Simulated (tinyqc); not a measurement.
# Octagonal on-chip spiral inductor, lumped pi model: quality factor against frequency

Outer diameter do = di + 2 n wd + 2 (n - 1) sp, mean da = (do + di)/2, fill p = (do - di)/(do + di), length l = 3.314 n da. L = 2.25 mu0 n^2 da/(1 + 3.55 p), mu0 = 4 pi 1e-7 H/m. Rs = rho l/(wd delta (1 - exp(-th/delta))), delta = sqrt(rho/(pi f mu0)). Cs = n wd^2 eps0 eo/hu across the coil. At each end Cox = l wd eps0 eo/(2 ho) leads to the substrate branch Rsi = 2 rs he/(l wd) in parallel with Csi = l wd eps0 11.7/(2 he). With one end grounded Y = 1/(Rs + i w L) + i w Cs + 1/[1/(i w Cox) + 1/(1/Rsi + i w Csi)], w = 2 pi f; Q = -Im Y/Re Y. Eddy currents in neighbouring turns and in the substrate are left out.

Apparent inductance Im(1/Y)/w; share of the loss Re(substrate branch)/Re Y.

Inputs (values chosen for the exercise); values of the order met in silicon radio-frequency processes:

| symbol | value | unit | meaning |
|---|---|---|---|
| n | 3.5 |  | number of turns |
| wd | 10 | um | line width |
| sp | 2 | um | space between turns |
| di | 100 | um | inner diameter |
| th | 3 | um | metal thickness |
| rho | 1.9 | uohm cm | metal resistivity |
| ho | 8 | um | oxide below the coil |
| hu | 1 | um | oxide between coil and underpass |
| eo | 3 |  | relative permittivity of the oxide |
| rs | 100 | ohm cm | substrate resistivity |
| he | 30 | um | effective spreading depth in the substrate |

Constants: eps0 = 8.8541878128e-12 F/m. Results are converted to the units shown.

Result of one run:

| f (GHz) | Rs (ohm) | w L/Rs | Q | apparent inductance (nH) | loss in the substrate (%) |
|---|---|---|---|---|---|
| 11 | 4.715 | 35.29 | 18.77 | 3.273 | 27.55 |

What becomes of these results when the frequency f is changed from 11 to 18 GHz, all else the same?

Result of the changed run:

| f (GHz) | Rs (ohm) | w L/Rs | Q | apparent inductance (nH) | loss in the substrate (%) |
|---|---|---|---|---|---|
| 18 | 5.985 | 45.49 | 7.297 | 8.168 | 44.58 |

The whole series:

| f (GHz) | Rs (ohm) | w L/Rs | Q | apparent inductance (nH) | loss in the substrate (%) |
|---|---|---|---|---|---|
| 0.36 | 1.507 | 3.612 | 3.610 | 2.408 | 0.02402 |
| 0.58 | 1.655 | 5.300 | 5.288 | 2.409 | 0.1108 |
| 0.95 | 1.862 | 7.718 | 7.666 | 2.413 | 0.4347 |
| 1.6 | 2.162 | 11.19 | 10.96 | 2.422 | 1.412 |
| 2.5 | 2.513 | 15.05 | 14.35 | 2.442 | 3.274 |
| 4.2 | 3.068 | 20.70 | 18.37 | 2.505 | 7.652 |
| 6.8 | 3.774 | 27.25 | 20.73 | 2.679 | 15.26 |
| 11 | 4.715 | 35.29 | 18.77 | 3.273 | 27.55 |
| 18 | 5.985 | 45.49 | 7.297 | 8.168 | 44.58 |

Q goes from 3.61 through a maximum of 20.7 (at f = 6.8 GHz among the rows listed) to 7.30; the exact peak is 20.8 at 7.44 GHz and Q reaches zero at the self-resonance, 21.4 GHz. The share of the substrate rises from 0.0240 to 44.6 %, and the apparent inductance ends at 3.39 times L. At the peak the substrate takes 17.2 % of the loss. For f = 18 the coil is longer than 0.15 of a wavelength in the oxide, where one lumped section is rough.

Program tinyqc, `OMP_NUM_THREADS=1 python tinyqc.py 2302092 2302093 out.jsonl`; Intel Xeon 2.30GHz, shared host, one thread, about 0.01 s.
